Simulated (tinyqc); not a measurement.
Chip with leakage that grows with temperature, electro-thermal loop and runaway: two steps of the calculation.

One temperature T for the device, T = T0 + Rth P(T), with P(T) = Pd + Pl (T/300 K)^2 exp[(q Ea/kB)(1/(300 K) - 1/T)]. The loop gain is Rth dP/dT; a solution is thermally stable when it is below one.

Inputs (values chosen for the exercise): ambient temperature T0 = 340 K; temperature-independent switching power Pd = 32 W; leakage power at 300 K Pl = 0.297 W; activation energy of the leakage Ea = 0.31 eV; thermal resistance Rth = 1.3 K/W.

Constants: q = 1.602176634e-19 C, kB = 1.380649e-23 J/K. Results are converted to the units shown.

Problem 1. Temperature by substitution. P(T) = Pd + Pl (T/300 K)^2 exp[(q Ea/kB)(1/(300 K) - 1/T)]; T(new) = T0 + Rth P(T).

T after iteration 1 = 383.63280 K

Find: P; T after iteration 2.

Solution 1.

P = 38.63 W
T after iteration 2 = 390.2 K

Problem 2. Loop gain and effective thermal resistance. P(T) = Pd + Pl (T/300 K)^2 exp[(q Ea/kB)(1/(300 K) - 1/T)]; P'(T) = (P - Pd)(2/T + q Ea/(kB T^2)); G = Rth P'. A small change of T0 changes T by 1/(1 - G) times as much.

converged T = 392.87339 K

Find: P; G; dT/dT0.

Solution 2.

P = 40.67 W
G = 0.3201
dT/dT0 = 1.471

The feedback is positive: heating raises the power. A second, unstable solution lies at 490.7 K; above it the temperature runs away.

tinyqc, about 0.01 s, one thread, Intel Xeon 2.30GHz (shared host): `OMP_NUM_THREADS=1 python tinyqc.py 2520026 2520027 out.jsonl`
